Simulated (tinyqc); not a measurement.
Koster-Slater impurity in a tight-binding band, by Green functions and by supercells: one step, computed by the program tinyqc.

One orbital per site, e(k) = -2 t sum cos(k_i) over 2 direction(s), band from -4 t to 4 t, lattice constant 1. One site has the extra energy U. Spin is left out.

Question. The bound state. Outside the band G0(E) = (2/(pi E)) K(m), m = 16 t^2/E^2, K the complete elliptic integral with parameter m. A bound state solves 1/U = G0(E). Bisection in ln(distance from the edge) between 1e-5 t and |U| + t. Weight on the impurity site: -1/(U^2 dG0/dE), by a central difference with step min(1e-4 t, distance/30). Decay length along an axis: 1/arccosh(1 + distance/(2 t)).

Inputs (values chosen for the exercise, for a model band): hopping t = 0.58 eV; impurity potential U = -1.35 eV.

Lattice: square.

Give: level E_b; distance from the band edge; weight on the impurity site; decay length.

Answer.

level E_b = -2.3980 eV

distance from the band edge = 0.077956 eV

weight on the impurity site = 0.29525

decay length = 2.7428 sites

The state is shallow: most of it spreads over the host.
